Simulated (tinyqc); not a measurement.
# From interdiffusion coefficient D~ at the local x back to regular-solution parameter W

Model: interdiffusion in a binary couple: Darken equations, Kirkendall shift and Boltzmann-Matano analysis. Computed by tinyqc, a small Python program. Command: `OMP_NUM_THREADS=1 python tinyqc.py 3020069 3020070 out.jsonl darken inv`. One thread of a shared host (Intel(R) Xeon(R) Processor @ 2.30GHz), about 0.2 s of CPU time with the checks.

x is the mole fraction of B; the molar volume is constant, and the two halves are long enough to count as infinite.

Inputs (values chosen for the exercise, for a model alloy A-B):
```
quantity,value,unit
tracer diffusivity D*_A(0),4.3e-14,m^2/s
tracer diffusivity D*_B(0),7.3e-14,m^2/s
slope k of ln D* with x,-0.22,-
temperature T,1420,K
composition x for the local step,0.34,-
```

Vacancy-wind correction: none.

Constants: k_B = 8.617333262e-05 eV/K.

Method. D*_i(x) = D*_i(0) exp(k x); thermodynamic factor Phi = 1 - 2 W x (1 - x)/(k_B T); intrinsic D_i = D*_i Phi; interdiffusion D~ = x D_A + (1 - x) D_B.

Problem. A run gave the result below. Find the regular-solution parameter W, known to lie between 0.069 and 0.13 eV.

interdiffusion coefficient D~ at the local x = 3.724289e-14 m^2/s

Solution.

Each step takes the trial c = (a f_b - b f_a)/(f_b - f_a), f being the result less the target and a, b, c the logarithms of the listed values; c replaces end b, the old b replaces a if the sign of f changed, and otherwise f_a is halved.

Scan of the range:
```
regular-solution parameter W (eV),interdiffusion coefficient D~ at the local x (m^2/s)
0.0690,4.35266e-14
0.0767,4.18808e-14
0.0852,4.00641e-14
0.0947,3.80337e-14
0.1050,3.58323e-14
0.1170,3.32675e-14
0.1300,3.04890e-14
```

False position (Illinois rule, in the logarithm of the input) inside the bracket:
```
step,end a,end b,trial,interdiffusion coefficient D~ at the local x (m^2/s)
1,0.094700,0.105000,0.0982782,3.72689e-14
2,0.105000,0.098278,0.0983961,3.72437e-14
3,0.105000,0.098396,0.0984036,3.72421e-14
4,0.098396,0.098404,0.0984000,3.72429e-14
```

Interdiffusion coefficient D~ at the local x falls at every point of a 13-point scan of the range (every second point is shown), so one value fits; it is bracketed by 0.0947 and 0.105. The scan shows a straight line, so linear interpolation between any two rows gives the answer at once. Answer: regular-solution parameter W = 0.09840 eV.
